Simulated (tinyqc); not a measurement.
Temperature and isotope dependence of a band gap in oscillator models: sweeps and comparisons. A value that a table varies takes the place of the one given here.

E(T) = E0 - sum_i sl_i th_i n_i(T), n = 1/(exp(th/T) - 1). The same coupling lowers the gap at 0 K by the zero-point term ZP = sum_i sl_i th_i/2, so the gap of the static lattice is E0 + ZP. Thermal expansion is taken as part of the slopes.

Two-parameter forms are made to pass through the falls at the two temperatures T12: Varshni aV T^2/(T + bV), from the line T^2/fall = (T + bV)/aV; one oscillator s1 t1/(exp(t1/T) - 1), with t1 from the ratio of the falls.

Constants: kB = 8.617333262e-05 eV/K; hbar^2/2m0 = 3.80998211 eV angstrom^2.

Inputs chosen for the exercise (near those of GaP; shifted at random, so the results belong to these values and not to a real crystal): E0 = 2.352 eV (gap at 0 K); th = (169, 493) K (temperatures of two oscillators); sl = (0.1892, 0.2959) meV/K (their high-temperature slopes); T12 = (260, 530) K (temperatures of the fits); mm = 0.9 m0 (geometric mean of the density-of-states masses); T = 50 K (temperature).

## How far the fits carry

Falls of the gap from E0, and errors of the two fits against the model.

Results:

| T (K) | fall (meV) | Varshni - model (meV) | one oscillator - model (meV) | fall/ZP |
|---|---|---|---|---|
| 20 | 0.01 | 0.55 | -0.01 | 0.000 |
| 50 | 1.13 | 2.12 | -0.93 | 0.013 |
| 100 | 8.30 | 3.47 | -2.41 | 0.093 |
| 200 | 37.63 | 1.79 | -0.78 | 0.423 |
| 300 | 77.23 | -0.94 | 0.30 | 0.868 |
| 400 | 120.85 | -1.86 | 0.48 | 1.359 |
| 600 | 212.76 | 2.23 | -0.45 | 2.393 |
| 800 | 307.16 | 12.14 | -2.12 | 3.454 |

Below the first fit point the largest errors are +3.47 meV (Varshni, 100 K, on a fall of 8.30 meV) and -2.41 meV (one oscillator, 100 K); a T^2 law cannot freeze out; a single oscillator misses the soft modes. At 800 K, beyond the second fit point, they are +12.1 and -2.1 meV, so the oscillator extrapolates better here. The thermal fall equals ZP between 300 and 400 K.

## What the shift does to the intrinsic density

ni = 2 (mm kT/(4 pi c))^(3/2) exp(-E/2kT), c = hbar^2/2m0, with E(T) and with E0; 1 angstrom^-3 = 1e24 cm^-3. Apparent gap from an Arrhenius plot of ni/T^(3/2): E(T) - T dE/dT, dE/dT = -sum sl_i (th_i/T)^2 n_i (1 + n_i).

Results:

| T (K) | E(T) (eV) | ni (cm^-3) | ni with E(T) / ni with E0 | apparent gap (eV) |
|---|---|---|---|---|
| 200 | 2.3144 | 8.07e-11 | 2.979 | 2.3865 |
| 250 | 2.2953 | 0.000119 | 3.727 | 2.3949 |
| 300 | 2.2748 | 1.67 | 4.453 | 2.4013 |
| 350 | 2.2533 | 1.62e+03 | 5.138 | 2.4062 |
| 400 | 2.2311 | 2.90e+05 | 5.772 | 2.4102 |
| 500 | 2.1857 | 4.45e+08 | 6.890 | 2.4159 |
| 700 | 2.0922 | 2.25e+12 | 8.613 | 2.4228 |

Using E0 in place of E(T) understates ni by a factor that rises from 2.98 to 8.61, towards exp(sum sl/2kB) = 16.7. The slope of an Arrhenius plot returns neither E(T) nor E0 but the intercept of the tangent, 2.4013 eV at 300 K, which lies 49 meV above E0 and tends to the static gap 2.4409 eV.

## What each parameter does

Gap at T, slope -sum sl_i (th_i/T)^2 n_i (1 + n_i) and ZP. Each row changes one parameter from the base and keeps the others.

Results:

| case | E(T) (eV) | dE/dT (meV/K) | ZP (meV) |
|---|---|---|---|
| base | 2.3509 | -0.0804 | 88.93 |
| T = 90 K | 2.3456 | -0.1796 | 88.93 |
| E0 = 2.362 eV | 2.3609 | -0.0804 | 88.93 |
| th = (169, 591) K | 2.3509 | -0.0792 | 103.43 |
| sl = (0.246, 0.2959) meV/K | 2.3505 | -0.1041 | 93.73 |

The largest shifts from the base row, up to three for each result and ties (the steps differ in size, so this ranks the rows, not the parameters). E(T) (eV): E0 +0.0100, T -0.0053, sl -0.0003; unchanged at the printed digits by th. dE/dT (meV/K): T -0.0992, sl -0.0237, th +0.0012; unchanged at the printed digits by E0. ZP (meV): th +14.50, sl +4.80; unchanged at the printed digits by T and E0.

(tinyqc, `OMP_NUM_THREADS=1 python tinyqc.py 1881251 1881252 out.jsonl`, Intel(R) Xeon(R) Processor @ 2.30GHz, 1 thread, shared host, about 0.01 s.)
